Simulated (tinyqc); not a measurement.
Changing the interaction L of the melt: solid solubility of a dopant against its melt (retrograde solidus), clustering and the electrically active fraction. Computed by tinyqc, a small Python program. Command: `OMP_NUM_THREADS=1 python tinyqc.py 3024632 3024633 out.jsonl retro sweep`. One thread of a shared host (Intel(R) Xeon(R) Processor @ 2.30GHz), about 0.02 s of CPU time with the checks.

Inputs (values chosen for the exercise, of the order of those of gold in silicon for the solubility):
```
quantity                                   value    unit
melting point of the host T_m               1687       K
heat of melting of the host H_f             50.2  kJ/mol
enthalpy of transfer from melt to solid H   1.78      eV
entropy of transfer S                       2.81     k_B
site density N0                            5e+22  1/cm^3
temperature T                               1460       K
```

Constants: R = 8.314462618 J/(mol K); k_B = 8.617333262e-05 eV/K; e = 1.602176634e-19 C; N_A = 6.02214076e+23 1/mol.

Method. x_l and x_s are atom fractions of the dopant in melt and solid; the solid is dilute. Liquidus of the host: R T ln(1 - x_l) + L x_l^2 = -H_f (1 - T/T_m). Distribution: k = x_s/x_l = exp[L (1 - x_l)^2/(R T)] exp(S/k_B - H/(k_B T)), the first factor being the activity coefficient in the melt. Solubility = x_s N0; at T_m x_l = 0. The largest x_s N0 between 900 K and T_m. For an ideal melt with constant heats the maximum has x_l = H_f/(H + H_f), H in the same units.

One run for each value; columns: (1) interaction L of the melt (kJ/mol); (2) x_l; (3) distribution coefficient k; (4) solubility (1/cm^3); (5) temperature of the maximum (K):
```
(1)         (2)         (3)         (4)     (5)
-25.00  0.30538  4.4099e-06  6.7335e+16  1550.0
-19.70  0.32183  5.6473e-06  9.0874e+16  1554.3
-14.40  0.34164  7.1233e-06  1.2168e+17  1559.0
-9.14   0.36595  8.8007e-06  1.6103e+17  1564.1
-3.86   0.39726  1.0612e-05  2.1079e+17  1569.8
1.43    0.43967  1.2361e-05  2.7173e+17  1575.9
12.00   0.59697  1.3987e-05  4.1748e+17  1589.9
```

Give the missing row, interaction L of the melt (kJ/mol) = 6.71.

Computed row; columns: (1) interaction L of the melt (kJ/mol); (2) x_l; (3) distribution coefficient k; (4) solubility (1/cm^3); (5) temperature of the maximum (K):
```
(1)       (2)         (3)         (4)     (5)
6.71  0.50103  1.3669e-05  3.4244e+17  1582.6
```

Interpolating between the two neighbouring rows (linearly) misses most in distribution coefficient k, by 3.6 %. Over the rows, x_l rises from 0.305 to 0.597; distribution coefficient k rises from 4.41e-6 to 1.40e-5; solubility (1/cm^3) rises from 6.73e16 to 4.17e17. A melt that binds the dopant (L < 0) lowers its activity and so the solubility in the solid.

Extremes, crossings and ranges named in words are read from the listed rows.
